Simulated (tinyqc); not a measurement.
Ten-year voltage from two stress tests.

Inverse problem. Lifetimes follow tau = t0 exp(B/Vd). Ten years are 3.15576e8 s. Find B, t0 and the drain voltage for ten years.

lifetimes at Vd = 6.2 and 7 V (s): 59000  16235.7380

Solution. ln(tau) is linear in 1/Vd.

B = 70.00 V
t0 = 0.7371 s
ten-year voltage = 3.522 V

Numbers from tinyqc (`OMP_NUM_THREADS=1 python tinyqc.py 2550040 2550041 out.jsonl`; about 0.01 s on one thread of a shared Intel Xeon 2.30GHz).
